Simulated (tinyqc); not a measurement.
From one set of inputs to another, one input at a time: kinetics of strain relaxation and threading dislocations in mismatched semiconductor layers. Computed by tinyqc, a small Python program. Command: `OMP_NUM_THREADS=1 python tinyqc.py 3031142 3031143 out.jsonl threading ladder`. One thread of a shared host (Intel(R) Xeon(R) Processor @ 2.30GHz), about 0.01 s of CPU time with the checks.

60-degree dislocations on {111} planes of a (001) layer, isotropic elasticity. The Schmid factor is 1/sqrt(6), and a misfit segment relieves strain with b/2.

The inputs printed are set A. Set A is modelled on Si(0.7)Ge(0.3) on Si; the values taken over come from a set modelled on Si(0.8)Ge(0.2) on Si. Inputs not listed in the table keep their values of set A, so the rows need not describe a real material.

Inputs (values chosen for the exercise, modelled on Si(0.7)Ge(0.3) on Si):
```
quantity                                      value         unit
misfit f                                     0.0117            -
shear modulus G                                63.7          GPa
Poisson ratio nu                               0.27            -
Burgers vector b                               3.89     angstrom
glide activation energy Q                      1.94           eV
velocity prefactor v0                         24000  m/s per MPa
layer thickness h                               110           nm
anneal temperature T                            748            K
anneal time t                                  2300            s
initial thread density rho_0                2.8e+06       1/cm^2
multiplication constant delta                 14000          1/m
reaction radius r_A                              42           nm
final thickness of a thick uniform layer H      9.3   micrometre
aspect ratio of a trench                       0.97            -
```

Sources: fixed density of threads.

Constants: k_B = 8.617333262e-05 eV/K.

Method:
- Excess resolved stress tau = (1/sqrt 6) [2 G (1 + nu)/(1 - nu)] (e - e_eq), e_eq = b (1 - nu/4) [ln(h/b) + 1]/(4 pi (1 + nu) h), the Matthews-Blakeslee strain of an uncapped layer; glide velocity v = v0 tau exp(-Q/(k_B T)), tau in MPa.
- Threads run in two directions, so de/dt = -(b/4) rho v, with rho fixed. With x = e - e_eq, x0 = f - e_eq (fully strained at t = 0) and v = m S x (m the mobility, S x = tau): x = x0 exp(-t/t_r), t_r = 4/(b rho_0 m S).
- The half time is that at which x = x0/2.
- A separate case, a thick relaxed layer. Pair reactions during growth: d rho/dh = -K rho^2 with K = 2 r_A tan(psi) and threads inclined by psi = 45 degrees (the <110> lines of {111} planes), so rho = 1/(K H) for a layer that starts with far more threads than that, as highly mismatched layers do. In a trench along [110] a thread on {111} rises at 54.74 degrees across the width, and leaves through the wall below the height w tan(54.74 degrees) = sqrt(2) w; the share of threads, evenly spread over the floor, that reach the top is max(0, 1 - a/sqrt 2) for the aspect ratio a.

Each row keeps all changes above it:
```
input moved                                                from       to  excess stress tau (MPa)  half time (s)  thread density at H (1/cm^2)
set A                                                         -        -                   934.44         1380.6                    1.2801e+08
anneal temperature T (K)                                    748      807                   934.44          152.9                    1.2801e+08
misfit f                                                 0.0117  0.00787                   587.88          152.9                    1.2801e+08
velocity prefactor v0 (m/s per MPa)                       24000    36000                   587.88          101.9                    1.2801e+08
final thickness of a thick uniform layer H (micrometre)     9.3        5                   587.88          101.9                    2.3810e+08
layer thickness h (nm)                                      110      230                   646.10          101.9                    2.3810e+08
reaction radius r_A (nm)                                     42      8.9                   646.10          101.9                    1.1236e+09
anneal time t (s)                                          2300     1500                   646.10          101.9                    1.1236e+09
```

Excess stress tau goes from 934 to 646, a factor 0.691 in all. The largest single move comes from misfit f (a factor 0.629), and layer thickness h works against it (a factor 1.10). Half time goes from 1380 to 102, a factor 0.0738 in all. The largest single move comes from anneal temperature T (a factor 0.111). Thread density at H goes from 1.28e8 to 1.12e9, a factor 8.78 in all. The largest single move comes from reaction radius r_A (a factor 4.72). The single moves hold for this order of the switches; the total does not depend on the order.

Caution (all rows): at this small misfit a layer may start with fewer threads than 1/(K H), which is then only an upper bound.

Extremes, crossings and ranges named in words are read from the listed rows.
